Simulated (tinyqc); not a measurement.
Conductivity against oxygen pressure: defect equilibria of an oxide against oxygen pressure (mass action). Computed by tinyqc, a small Python program. Command: `OMP_NUM_THREADS=1 python tinyqc.py 3000078 3000079 out.jsonl brouwer walk`. One thread of a shared host (Intel(R) Xeon(R) Processor @ 2.30GHz), about 0.01 s of CPU time with the checks.

Defects: oxygen vacancies V (charge +2), electrons n, holes p, the ionic partner X = O_i'' (charge -2), and the dopant. Activities are taken equal to concentrations.

Inputs (values chosen for the exercise, for a model oxide):
```
quantity                           value             unit
reduction enthalpy H_r              2.85               eV
prefactor K_r0                   3.9e+68  cm^-9 atm^(1/2)
gap E_g                             2.57               eV
prefactor N_c N_v                3.3e+42            cm^-6
disorder enthalpy H_s               2.92               eV
prefactor K_s0                   6.2e+45            cm^-6
dopant density N_d               1.8e+17            cm^-3
temperature T                       1200                K
electron mobility mu_n              0.21       cm^2/(V s)
hole mobility mu_p                  0.28       cm^2/(V s)
vacancy diffusion prefactor D_0      0.2           cm^2/s
vacancy migration energy E_m        0.78               eV
```

Ionic disorder: anion Frenkel. Dopant (singly charged, fully ionised): acceptor.

Constants: k_B = 8.617333262e-05 eV/K; e = 1.602176634e-19 C.

Method:
- K_r = K_r0 exp(-H_r/k_B T) = [V] n^2 P^(1/2); K_i = N_c N_v exp(-E_g/k_B T) = n p; K_s = K_s0 exp(-H_s/k_B T) = [X] [V].
- Neutrality: 2 [V] + p = n + 2 [X] + N_d. With n as the unknown, [V] = K_r/(n^2 P^(1/2)), p = K_i/n, [X] = K_s/[V]; the log ratio is ln(positive/negative).
- The root is found by 60 bisections in ln n between n = 1e-10 and 1e25 cm^-3.
- sigma_n = e n mu_n, sigma_p = e p mu_p, sigma_ion = 2 e [V] mu_V with mu_V = 2 e D/(k_B T) and D = D_0 exp(-E_m/k_B T); only the oxygen vacancies carry ionic current, and the ionic transport number is sigma_ion over the total.

K_r = 4.18400e+56 cm^-9 atm^(1/2)

K_i = 5.30871e+31 cm^-6

K_s = 3.38011e+33 cm^-6

Log10 of the conductivities in S/cm:
```
log10 P (atm)   n-type   p-type    ionic    total  ionic transport number
-12             1.5011  -8.5973  -0.5094   1.5053               0.0096671
-8              0.8343  -7.9306  -1.1758   0.8386               0.0096737
-4              0.1672  -7.2634  -1.8416   0.1714               0.0097048
0              -0.5016  -6.5946  -2.5039  -0.4973               0.0098507
```

What follows from these numbers?

The ionic transport number stays at or below about 0.0099: no electrolytic window. The total has no minimum inside this range.

Extremes, crossings and ranges named in words are read from the listed rows.
